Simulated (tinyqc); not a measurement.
A finite superlattice with mass mismatch, transfer matrices: two steps of the calculation.

One electron of energy E comes from the left lead (band edge 0); no transverse momentum. Parabolic bands, masses in units of m0, C = hbar^2/(2 m0); psi and psi'/m are continuous at every interface. N periods of a barrier d1 followed by a well Lw; the right lead equals the left one.

Task 1. Product of the matrices. The matrix of the later layer stands to the left: M = M_n ... M_2 M_1; det M = 1.

M of layer 1:
```
	1	2
1	0.91759957	0.049688581
2	-3.1800269	0.91759957
```

M of layer 2:
```
	1	2
1	0.86872055	-0.023600963
2	10.394686	0.86872055
```

Wanted: M of one period.

Result 1.

M of one period:
```
	1	2
1	0.8722	0.02151
2	6.776	1.314
```

Task 2. Transmission and reflection. The matrix M carries (psi, psi'/m) across the stack, and v = k/m in each lead. psi = 1 + r at the left edge (incident amplitude 1) and t at the right edge. With det M = 1, a = i vR M11 - M21 and b = -vL vR M12 - i vL M22: t = 2 i vL/(a - b), r = -(a + b)/(a - b), T(E) = (vR/vL) |t|^2, R(E) = |r|^2.

M^N:
```
	1	2
1	5.0266604	0.48600768
2	153.09668	15.001245
```

vL = 20.986539 1/nm
vR = 20.986539 1/nm

Wanted: t; r; T(E); R(E).

Result 2.

t = 0.097804+0.014184i
r = 0.61185-0.78478i
T(E) = 0.0097667
R(E) = 0.99023

T(E) + R(E) = 1: the current is conserved.

Range of the model: Masses are held fixed, although real bands cease to be parabolic a few tenths of an eV from their edges (inside a barrier too).

Computed by the program tinyqc: `OMP_NUM_THREADS=1 python tinyqc.py 2560017 2560018 out.jsonl`, one thread of a shared Intel Xeon 2.30GHz, about 0.01 s for the whole run.
